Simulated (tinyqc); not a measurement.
What each form factor does: empirical-pseudopotential levels.

Empirical pseudopotential on the fcc lattice, atoms at +/- tau, tau = a (1,1,1)/8, no spin-orbit coupling. H(G,G') = c (2 pi/a)^2 |k + G|^2 delta + VS(q) cos(q.tau) + i VA(q) sin(q.tau), q = G - G', c = hbar^2/2m0; k and G in units of 2 pi/a; VS at |q|^2 = 3, 8, 11 and VA at 3, 4, 11, in rydberg, zero elsewhere. The basis is fixed: all 59 G with |G|^2 up to Gcut. Energies are counted from the fourth level at Gamma.

Constants: hbar^2/2m0 = 3.80998211 eV angstrom^2; Ry = 13.60569312 eV.

Values chosen for the exercise (near those of GaSb; shifted at random, so the results belong to these values and not to a real crystal): a = 6.116 angstrom (lattice constant); VS3 = -0.218 Ry; VS8 = -0 Ry; VS11 = 0.049 Ry; VA3 = 0.062 Ry; VA4 = 0.049 Ry; VA11 = 0.011 Ry; Gcut = 12 (2 pi/a)^2 (largest |G|^2 of the fixed basis).

Lowest empty singlet and triplet at Gamma and the valence width there (fixed basis); lowest empty level at X = (1,0,0) and L = (1/2,1/2,1/2) from the valence top, these levels and that top with all |k + G|^2 up to 21. Singlet and triplet count orbital degeneracy. VS3 is VS at |q|^2 = 3, and so on. The row for a keeps the form factors fixed, so it is no model of a real expansion, which changes them too.

Results for these values:
```
case  singlet (eV)  triplet (eV)  X (eV)  L (eV)  width (eV)
base         0.688         4.270   1.989   1.532      10.693
```

What happens to each result for VS8 = -0.01 Ry, all else kept?

Answer: singlet falls from 0.688 to 0.261; triplet rises from 4.270 to 4.360; X falls from 1.989 to 1.968; L falls from 1.532 to 1.339; width rises from 10.693 to 10.884.

The same for each parameter in turn:
```
case                singlet (eV)  triplet (eV)  X (eV)  L (eV)  width (eV)
base                       0.688         4.270   1.989   1.532      10.693
a = 6.177 angstrom         0.732         4.292   2.105   1.609      10.478
VS3 = -0.228 Ry            0.671         4.401   2.240   1.638      10.701
VS8 = -0.01 Ry             0.261         4.360   1.968   1.339      10.884
VS11 = 0.039 Ry            0.200         4.117   1.751   1.200      10.928
VA3 = 0.052 Ry             0.569         4.141   1.778   1.423      10.646
VA4 = 0.039 Ry             0.629         4.082   1.981   1.359      10.637
VA11 = 0.001 Ry            0.895         4.274   2.110   1.595      10.584
```

Computed by tinyqc, a small Python program: `OMP_NUM_THREADS=1 python tinyqc.py 1081597 1081598 out.jsonl` (the numbers bound the seed that draws the inputs); one thread of a shared host (Intel(R) Xeon(R) Processor @ 2.30GHz), about 0.3 s for the whole set of steps.
